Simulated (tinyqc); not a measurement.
Reaction control against transport control: chemical vapour deposition: Grove model, boundary layer, depletion and step coverage. Computed by tinyqc, a small Python program. Command: `OMP_NUM_THREADS=1 python tinyqc.py 3019798 3019799 out.jsonl cvd walk`. One thread of a shared host (Intel(R) Xeon(R) Processor @ 2.30GHz), about 0.01 s of CPU time with the checks.

A precursor diffuses to the surface and reacts there at first order; each molecule that reacts adds one formula unit of film.

Inputs (values chosen for the exercise, close to those used for tungsten from its fluoride): prefactor k0 of k_s = 17000 cm/s; activation energy E = 0.765 eV; temperature T = 450 C; total pressure p = 60 torr; mole fraction of the precursor Y = 0.002; gas diffusivity D0 at 273.15 K and 760 torr = 0.29 cm^2/s; film density N = 6.3e+22 formula units/cm^3; gas velocity U = 46 cm/s; kinematic viscosity nu0 at 273.15 K and 760 torr = 0.66 cm^2/s; susceptor length L = 40 cm; channel height b = 8.4 cm.

Reactor: horizontal, reduced pressure.

Constants: k_B = 8.617333262e-05 eV/K; k_B = 1.380649e-23 J/K.

Method:
- k_s = k0 exp(-E/(k_B T)); C_g = Y p/(k_B T), 1 torr = 133.322 Pa; D = D0 (T/273.15)^1.75 (760/p).
- nu = nu0 (T/273.15)^1.75 (760/p); Re = U L/nu; mean boundary layer delta = (2/3) L/sqrt(Re), at most b/2; h_g = D/delta.
- Fluxes in series: C_s = C_g/(1 + k_s/h_g); growth rate G = k_s h_g/(k_s + h_g) C_g/N; 1 cm/s = 6e8 nm/min.
- Temperatures in kelvin are T(C) + 273.15.

Rates:
```
T (C)  k_s (cm/s)  h_g (cm/s)  G (nm/min)  reaction limit (nm/min)  transport limit (nm/min)
250    7.2578e-04      3.6086  1.5307e-02               1.5310e-02                    76.125
300    3.1894e-03      3.9087  6.1362e-02               6.1412e-02                    75.262
350    1.1052e-02      4.2055  1.9522e-01               1.9573e-01                    74.479
400    3.1842e-02      4.4993  5.1837e-01               5.2204e-01                    73.764
450    7.9252e-02      4.8057  1.1898e+00               1.2095e+00                    73.340
500    1.7531e-01      5.4022  2.4237e+00               2.5023e+00                    77.111
550    3.5213e-01      6.0283  4.4604e+00               4.7209e+00                    80.822
600    6.5299e-01      6.6837  7.5187e+00               8.2533e+00                    84.477
650    1.1326e+00      7.3678  1.1735e+01               1.3539e+01                    88.079
```

The apparent activation energy of G is 0.72 eV between the first rows and 0.62 eV between the last, against E = 0.765 eV. k_s stays below h_g, but mixed control begins at the hot end, which lowers the slope there. In the reaction limit the slope is E - k_B T, because C_g falls as 1/T; any further lowering comes from transport. The transport limit turns upwards in the rows where delta has reached its cap b/2.
